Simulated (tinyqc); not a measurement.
Comparisons within one model: carrier statistics of a doped semiconductor with parabolic bands. A value that a table varies takes the place of the one given here.

Eg(T) = Eg0 - al T^2/(T + be); m_de = Mv^(2/3) (ml mt^2)^(1/3); m_dh = (mhh^(3/2) + mlh^(3/2))^(2/3); Nc and Nv from N = 2 (m kB T/(4 pi c))^(3/2) with c = hbar^2/2m0, in 1/angstrom^3; times 1e24 for 1/cm^3.

Energies are counted from Ev, so Ec = Eg. n = Nc F_1/2((EF - Eg)/kT), p = Nv F_1/2(-EF/kT), ND+ = ND/(1 + 2 exp((EF - Eg + ED)/kT)), NA- = NA/(1 + 4 exp((EA - EF)/kT)); neutrality asks p + ND+ = n + NA-. F_j(eta) = (1/Gamma(j + 1)) integral_0^infinity x^j dx/(1 + exp(x - eta)), which tends to exp(eta) for eta << 0.

Constants: hbar^2/2m0 = 3.80998211 eV angstrom^2; kB = 8.617333262e-05 eV/K.

Parameters, chosen for this exercise (near those of GaAs; not measured data): Eg0 = 1.518 eV (gap at 0 K); al = 0.000542 eV/K (Varshni alpha); be = 205 K (Varshni beta); ml = 0.0672 m0 (longitudinal electron mass); mt = 0.0672 m0 (transverse electron mass); Mv = 1 (equivalent valleys); mhh = 0.501 m0 (heavy-hole mass); mlh = 0.082 m0 (light-hole mass); ND = 4.6e+14 1/cm^3 (donors); NA = 1.7e+14 1/cm^3 (acceptors); ED = 0.00583 eV (donor level below Ec); EA = 0.0262 eV (acceptor level above Ev); T = 350 K.

## Temperature

Neutrality solved at each temperature; ni = sqrt(Nc Nv) exp(-Eg/2kT).

Carriers (1/cm^3):

| T (K) | EF (eV) | n | p | majority / \|ND - NA\| | ni | Eg (eV) |
|---|---|---|---|---|---|---|
| 30 | 1.5049 | 1.93e+14 | <1e-99 | 0.665 | <1e-99 | 1.5159 |
| 50 | 1.4923 | 2.61e+14 | <1e-99 | 0.899 | 8.05e-60 | 1.5127 |
| 77 | 1.4713 | 2.79e+14 | 6.16e-79 | 0.963 | 1.31e-32 | 1.5066 |
| 120 | 1.4324 | 2.86e+14 | 1.67e-42 | 0.986 | 2.19e-14 | 1.4940 |
| 200 | 1.3487 | 2.88e+14 | 5.32e-16 | 0.995 | 0.392 | 1.4645 |
| 300 | 1.2322 | 2.89e+14 | 0.0190 | 0.997 | 2.34e+06 | 1.4214 |
| 450 | 1.0430 | 2.90e+14 | 3.63e+07 | 0.999 | 1.03e+11 | 1.3504 |
| 600 | 0.8438 | 2.92e+14 | 2.19e+12 | 1.01 | 2.53e+13 | 1.2756 |
| 800 | 0.6981 | 1.94e+15 | 1.65e+15 | 6.70 | 1.79e+15 | 1.1728 |
| 1000 | 0.6673 | 2.53e+16 | 2.50e+16 | 87.2 | 2.52e+16 | 1.0682 |

How do the results move?

Ionisation is incomplete: the majority density is below 90 % of the net doping at 30 and 50 K, down to a share of 0.67. It is within 10 % of the net doping at 77, 120, 200, 300, 450 and 600 K. At 800 and 1000 K thermal pairs lift it more than 10 % above the net doping; ni has reached 2.52e+16 1/cm^3 at 1000 K against a net doping of 2.90e+14. EF goes from 1.505 eV to 0.667 eV, where midgap is 0.534 eV and the intrinsic level (Boltzmann) 0.667 eV.

## Doping level

Only donors are present (NA = 0); eta is the distance of EF beyond the conduction edge in units of kT.

Neutral state:

| ND (1/cm^3) | EF (eV) | majority (1/cm^3) | ionised share | eta |
|---|---|---|---|---|
| 1.0e+14 | 1.1386 | 1.00e+14 | 1.000 | -8.61 |
| 1.0e+15 | 1.2079 | 9.96e+14 | 0.996 | -6.32 |
| 1.0e+16 | 1.2764 | 9.59e+15 | 0.959 | -4.04 |
| 1.0e+17 | 1.3394 | 7.44e+16 | 0.744 | -1.95 |
| 1.0e+18 | 1.3909 | 3.45e+17 | 0.345 | -0.25 |
| 3.0e+18 | 1.4129 | 6.08e+17 | 0.203 | 0.48 |
| 1.0e+19 | 1.4368 | 1.03e+18 | 0.103 | 1.27 |
| 3.0e+19 | 1.4591 | 1.57e+18 | 0.052 | 2.01 |

What can be read from the table?

The impurity level lies at 1.3925 eV. The ionised share falls from 1.000 to 0.052 as EF passes through it between 1e+18 and 3e+18 1/cm^3 (share 1/3 there); it is below one half from 1e+18 1/cm^3 on. Over the last two rows the doping grows threefold and the majority density by a factor 1.52. EF comes within 3 kT of the majority band edge from 1e+17 1/cm^3 on. Above roughly 2e+16 1/cm^3 (N^(1/3) a = 0.26, with the radius a = sqrt(c/(m E)) from the ionisation energy E and the mass (ml mt^2)^(1/3)) the levels merge with the band and real ionisation is complete; sharp levels then overstate freeze-out.

## What each input does

Neutrality solved anew for each case. Each row changes one parameter from the base and keeps the others.

Results:

| case | EF (eV) | n (1/cm^3) | p (1/cm^3) |
|---|---|---|---|
| base | 1.1706 | 2.89e+14 | 166 |
| T = 330 K | 1.1954 | 2.89e+14 | 6.06 |
| ND = 2.3e+14 1/cm^3 | 1.1231 | 5.99e+13 | 804 |
| NA = 2.21e+14 1/cm^3 | 1.1648 | 2.39e+14 | 202 |
| Eg0 = 1.568 eV | 1.2206 | 2.89e+14 | 31.7 |
| mt = 0.0806 m0 | 1.1651 | 2.90e+14 | 200 |
| mhh = 0.6012 m0 | 1.1706 | 2.89e+14 | 216 |
| ED = 0.0087 eV | 1.1706 | 2.89e+14 | 167 |

What does this show?

The largest shifts from the base row, up to three for each result and ties (the steps differ in size, so this ranks the rows, not the parameters). EF (eV): Eg0 +0.0500, ND -0.0475, T +0.0248; unchanged at the printed digits by mhh and ED. n (1/cm^3): ND -2.29e+14, NA -5.09e+13, mt +9.71e+10; unchanged at the printed digits by T, Eg0, mhh and ED. p (1/cm^3): ND +638, T -160, Eg0 -135.

Program tinyqc; command `OMP_NUM_THREADS=1 python tinyqc.py 1681474 1681475 out.jsonl`; about 0.01 s on one thread of a shared Intel(R) Xeon(R) Processor @ 2.30GHz.
